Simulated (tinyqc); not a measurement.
# Metal gate on a two-layer dielectric stack with fixed charge and a dipole: effects of single changes

Gate, layer 2, layer 1, p-type semiconductor; x runs from the gate inwards. Charges are counted in units of +q. psi is the band bending at the surface, positive towards inversion. Classical charge, Boltzmann statistics, no interface traps.

Values chosen for this exercise; band and dielectric values close to those of silicon, layer 1 close to silicon dioxide, layer 2 close to hafnium oxide:
- T = 300 K (temperature)
- Eg = 1.14 eV (band gap)
- eps_r = 11.6 (relative permittivity)
- Nc = 2.76e19 cm^-3 (conduction-band density of states at T)
- Nv = 2.69e19 cm^-3 (valence-band density of states at T)
- chi = 4.01 eV (electron affinity)
- Na = 5.1e16 cm^-3 (acceptor density)
- pM = 4.38 eV (work function of the gate metal)
- t1 = 1.2 nm (thickness of layer 1, next to the semiconductor)
- e1 = 4.03 (relative permittivity of layer 1)
- t2 = 4.7 nm (thickness of layer 2, next to the gate)
- e2 = 21.5 (relative permittivity of layer 2)
- Q1 = 8.1e11 cm^-2 (fixed charge at the semiconductor interface)
- Q2 = 1.6e11 cm^-2 (fixed charge between the layers)
- r1 = 0 cm^-3 (uniform charge density in layer 1)
- r2 = -4.5e18 cm^-3 (uniform charge density in layer 2)
- Vd = 0.16 V (flat-band shift by a dipole layer between the layers)

Constants: q = 1.602176634e-19 C, kB = 1.380649e-23 J/K, Vt = kB T/q, eps0 = 8.8541878128e-14 F/cm where lengths are in cm. Results are converted to the units shown.

Each table varies one quantity; the others keep the values above.

## Flat band against the thickness t2

EOT = 3.9 (t1/e1 + t2/e2), Cox = eps0/(t1/e1 + t2/e2); phi_ms = pM - (chi + Eg - Vt ln(Nv/Na)). Vfb = phi_ms + Vd - (q/eps0) [Q1 (t1/e1 + t2/e2) + Q2 t2/e2 + r1 (t1^2/(2 e1) + t1 t2/e2) + r2 t2^2/(2 e2)]: each charge counts with its electrical distance from the gate. ni = sqrt(Nc Nv) exp(-Eg/(2 Vt)), Eg in volts, pB = Vt ln(Na/ni), Vth = Vfb + 2 pB + sqrt(4 q eps0 eps_r Na pB)/Cox.

Flat band against the thickness t2:
```
t2 (nm)  EOT (nm)  Vfb (V)  Vth (V)
1           1.343  -0.4979   0.3629
2.3         1.578  -0.5004   0.3684
3.6         1.814  -0.4964   0.3803
4.9         2.050  -0.4861   0.3986
6.1         2.268  -0.4709   0.4211
7.4         2.504  -0.4483   0.4517
8.7         2.739  -0.4193   0.4888
10          2.975  -0.3839   0.5322
```

Vfb goes from -0.498 through a minimum of -0.500 (at t2 = 2.3 nm among the rows listed) to -0.384 V and Vth rises from 0.363 to 0.532 V. The slope dVfb/dEOT is -10.6 mV/nm between the first two rows and 150 between the last two: the charge inside the growing layer bends the line. A line through the end rows meets EOT = 0 at -0.592 V, against phi_ms + Vd = -0.448 V; an effective work function read from it is off by 16.3 mV from pM.

## Threshold against doping

Same model as above.

Result of one run:
```
Na (cm^-3)  phi_ms (V)  2 pB (V)  Qd/Cox (V)  Vth (V)
2.5e18         -0.7086     1.016      0.5333   0.9611
```

What becomes of these results when the acceptor density Na is changed from 2.5e18 to 8.4e14 cm^-3, all else the same?

Result of the changed run:
```
Na (cm^-3)  phi_ms (V)  2 pB (V)  Qd/Cox (V)  Vth (V)
8.4e14         -0.5018    0.6029    0.007529   0.2285
```

The whole series:
```
Na (cm^-3)  phi_ms (V)  2 pB (V)  Qd/Cox (V)  Vth (V)
8.4e14         -0.5018    0.6029    0.007529   0.2285
3.2e15         -0.5364    0.6721     0.01552   0.2711
1.2e16         -0.5706    0.7404     0.03154   0.3212
4.5e16         -0.6047    0.8088     0.06383   0.3877
1.7e17         -0.6391    0.8775      0.1292   0.4875
6.5e17         -0.6738    0.9468      0.2625   0.6554
2.5e18         -0.7086     1.016      0.5333   0.9611
```

Vth rises from 0.228 to 0.961 V. Of the change, phi_ms + 2 pB gives 207 mV (Vt ln 10 a decade) and the depletion charge 526 mV, growing as Na^(0.53).

Program tinyqc, `OMP_NUM_THREADS=1 python tinyqc.py 2010103 2010104 out.jsonl`; Intel Xeon 2.30GHz, shared host, one thread, about 0.01 s.
